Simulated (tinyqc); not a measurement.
Length of a molecular wire: coherent transport through a tight-binding bridge. Computed by the program tinyqc. T = Gamma_L Gamma_R |G_1n|^2 with the self-energies of semi-infinite chains.

A uniform bridge between two chains:
```
parameter                        value
site energy (eV)              1.510000
hopping in the bridge (eV)    1.250000
lead hopping (eV)             2.250000
couplings (eV)              0.38, 0.66
E (eV)                        0.170000
```

Transmission against length:
```
sites           T     ln T
2      4.4454e-01  -0.8107
3      3.7530e-02  -3.2826
4      2.3989e-02  -3.7301
5      2.2255e-01  -1.5026
6      4.7401e-02  -3.0491
7      2.2644e-02  -3.7879
8      1.2604e-01  -2.0712
9      6.3727e-02  -2.7532
10     2.2066e-02  -3.8137
```

What does the comparison show, and why?

E lies inside the band of the bridge (|E - e|/2h = 0.536 < 1): T does not decay but oscillates with length, between 0.022 and 0.445 here, as levels of the bridge pass E.
